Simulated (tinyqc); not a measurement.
Surface potential of a MOS transistor: implicit equation and explicit approximations: accuracy of the approximations against gate voltage.

p-type body, charge-sheet picture, depletion and inversion only, full ionisation (an idealisation for deep acceptors), Boltzmann statistics (rough once Na exp(x - xn) passes about Nc/7). In units of Vt: xg = (Vg - Vfb)/Vt, x = psi/Vt, G = gamma/sqrt(Vt), xn = (2 phiF + Vc)/Vt. The implicit equation is (xg - x)^2 = G^2 [x - 1 + exp(x - xn)] for x above about 3. Cox = eps0 eox/tox.

ni = sqrt(Nc Nv) exp(-Eg/(2 Vt)), Eg in volts; phiF = Vt ln(Na/ni); gamma = sqrt(2 q eps0 eps_r Na)/Cox; VT = Vfb + Vt (xn + G sqrt(xn - 1)). Depletion value a = 1 + [sqrt(G^2/4 + xg - 1) - G/2]^2; inversion value b = xn + ln[(xg - xn)^2/G^2 - xn + 1] and first guess y = min(a, b) - ln(1 + exp(-|a - b|)) if a > xn + 1, else b = y = a; one second-order correction with D = exp(y - xn), p = 2 (xg - y) + G^2 (1 + D), w = (xg - y)^2 - G^2 (y - 1 + D): z = y + 2 w/(p + sqrt(p^2 - 2 (2 - G^2 D) w)), or the Newton step z = y + w/p where the root is not real. N_inv = (Cox Vt G/q) [sqrt(x - 1 + exp(x - xn)) - sqrt(x - 1)] at the root. Lambert form (Cox m Vt/q) W0[(G/(2 m sqrt(xn - 1))) exp((Vg - VT)/(m Vt))], m = 1 + G/(2 sqrt(xn - 1)). Errors under 1e-4 mV, and the linear form below VT, are printed as 0.

Values chosen for this exercise; band and dielectric values close to those of silicon:
- T = 300 K (temperature)
- Eg = 1.12 eV (band gap)
- eps_r = 11.6 (relative permittivity)
- Nc = 2.85e19 cm^-3 (conduction-band density of states at T)
- Nv = 2.61e19 cm^-3 (valence-band density of states at T)
- eox = 9.04 (relative permittivity of the gate insulator (close to aluminium oxide))
- tox = 53 nm (insulator thickness)
- Na = 3.8e16 cm^-3 (acceptor density)
- Vfb = -0.98 V (flat-band voltage)
- Vc = 0.5 V (channel-body voltage)

Constants: q = 1.602176634e-19 C, kB = 1.380649e-23 J/K, Vt = kB T/q, eps0 = 8.8541878128e-14 F/cm where lengths are in cm. Results are converted to the units shown.

Accuracy of the approximations against gate voltage:

| Vg (V) | psi (V) | x - xn | error of y (mV) | error of z (mV) | N_inv (cm^-2) | Cox (Vg - VT)/q (cm^-2) | Lambert form (cm^-2) |
|---|---|---|---|---|---|---|---|
| 0.73 | 0.98484 | -11.417 | 0 | 0 | 1.0143e5 | 0 | 73349 |
| 0.93 | 1.1314 | -5.7485 | 0.0215 | 0 | 2.7353e7 | 0 | 2.4553e7 |
| 1.13 | 1.2752 | -0.18458 | 5.33 | -7.54e-3 | 6.6827e9 | 6.9626e8 | 6.6956e9 |
| 1.33 | 1.3484 | 2.6447 | 14.3 | -1.06 | 1.0375e11 | 1.8922e11 | 1.0574e11 |
| 1.53 | 1.3746 | 3.6578 | 10.5 | -0.387 | 2.5967e11 | 3.7774e11 | 2.6453e11 |
| 1.73 | 1.3899 | 4.2510 | 8.03 | -0.160 | 4.2914e11 | 5.6626e11 | 4.3679e11 |
| 1.93 | 1.4009 | 4.6772 | 6.64 | -0.0868 | 6.0399e11 | 7.5478e11 | 6.1426e11 |
| 2.13 | 1.4096 | 5.0136 | 5.73 | -0.0543 | 7.8173e11 | 9.4330e11 | 7.9444e11 |
| 2.33 | 1.4168 | 5.2934 | 5.07 | -0.0372 | 9.6129e11 | 1.1318e12 | 9.7627e11 |

What does the table show?

psi rises from 0.985 to 1.42 V and ends 5.3 Vt above 2 phiF + Vc. Among the rows the first guess is off by at most 14 mV (at Vg = 1.33 V) and the corrected value by at most 1.1 mV. In the last row the linear form is 18 % above N_inv and the Lambert form 1.6 % above it; in the first row the Lambert form is 28 % below it. For Vg = 1.93, 2.13, 2.33 the electron quasi-Fermi level lies less than 2 Vt below the band edge at the surface, or above it, where degeneracy and confinement, left out, matter.

Program tinyqc, `OMP_NUM_THREADS=1 python tinyqc.py 2122032 2122033 out.jsonl`; Intel Xeon 2.30GHz, shared host, one thread, about 0.01 s.
